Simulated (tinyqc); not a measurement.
What each form factor does: empirical-pseudopotential levels.

Empirical pseudopotential on the fcc lattice, atoms at +/- tau, tau = a (1,1,1)/8, no spin-orbit coupling. H(G,G') = c (2 pi/a)^2 |k + G|^2 delta + VS(q) cos(q.tau) + i VA(q) sin(q.tau), q = G - G', c = hbar^2/2m0; k and G in units of 2 pi/a; VS at |q|^2 = 3, 8, 11 and VA at 3, 4, 11, in rydberg, zero elsewhere. The basis is fixed: all 113 G with |G|^2 up to Gcut. Energies are counted from the fourth level at Gamma.

Constants: hbar^2/2m0 = 3.80998211 eV angstrom^2; Ry = 13.60569312 eV.

Values chosen for the exercise (near those of InAs; not measured data):
```
symbol  value   unit        meaning
a       6.048   angstrom    lattice constant
VS3     -0.221  Ry
VS8     0.001   Ry
VS11    0.05    Ry
VA3     0.081   Ry
VA4     0.052   Ry
VA11    0.03    Ry
Gcut    20      (2 pi/a)^2  largest |G|^2 of the fixed basis
```

Lowest empty singlet and triplet at Gamma and the valence width there (fixed basis); lowest empty level at X = (1,0,0) and L = (1/2,1/2,1/2) from the valence top, these levels and that top with all |k + G|^2 up to 21. Singlet and triplet count orbital degeneracy. VS3 is VS at |q|^2 = 3, and so on. The row for a keeps the form factors fixed, so it is no model of a real expansion, which changes them too.

One parameter was then changed.

Results before and after:
```
case     singlet (eV)  triplet (eV)  X (eV)  L (eV)  width (eV)
base            0.536         4.563   2.118   1.619      11.231
changed         0.474         4.361   2.083   1.427      11.151
```

Which of these changes was made? (a) a = 6.108 angstrom; (b) VS11 = 0.04 Ry; (c) VS8 = -0.009 Ry; (d) VA4 = 0.042 Ry; (e) VA3 = 0.071 Ry; (f) VS3 = -0.231 Ry; (g) VA11 = 0.02 Ry.

Answer: (d) VA4 = 0.042 Ry. Of the candidates, run in turn, only this one gives the changed row.

All candidates:
```
case                singlet (eV)  triplet (eV)  X (eV)  L (eV)  width (eV)
base                       0.536         4.563   2.118   1.619      11.231
a = 6.108 angstrom         0.592         4.589   2.237   1.703      11.022
VS3 = -0.231 Ry            0.552         4.697   2.363   1.742      11.252
VS8 = -0.009 Ry            0.162         4.665   2.123   1.447      11.457
VS11 = 0.04 Ry             0.071         4.427   1.881   1.308      11.498
VA3 = 0.071 Ry             0.416         4.419   1.904   1.512      11.165
VA4 = 0.042 Ry             0.474         4.361   2.083   1.427      11.151
VA11 = 0.02 Ry             0.781         4.577   2.252   1.716      11.100
```

(tinyqc, `OMP_NUM_THREADS=1 python tinyqc.py 1080356 1080357 out.jsonl`, Intel(R) Xeon(R) Processor @ 2.30GHz, 1 thread, shared host, about 0.7 s.)
